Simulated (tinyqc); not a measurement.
Thermal resistances of a two-die stack.

Inverse problem. Heat leaves through the lower die only, and the system is linear. Find the resistance R1 from the lower die to the coolant, R2 between the dies, and the rise of the upper die when both are powered.

Inputs (values chosen for the exercise):

| symbol | value | unit | meaning |
|---|---|---|---|
| P1 | 11 | W | power of the lower die |
| P2 | 3.9 | W | power of the upper die |

rises of the lower and upper die with only the lower one powered (K): [7.37, 7.37]
rises of the lower and upper die with only the upper one powered (K): [2.613, 3.159]

Solution. With only the lower die powered no heat crosses R2, so both dies rise by P1 R1; the difference in the second test is P2 R2; rises add.

R1 = 0.6700 K/W
R2 = 0.1400 K/W
rise of the upper die = 10.53 K

Numbers from tinyqc (`OMP_NUM_THREADS=1 python tinyqc.py 2162201 2162202 out.jsonl`; about 0.02 s on one thread of a shared Intel Xeon 2.30GHz).
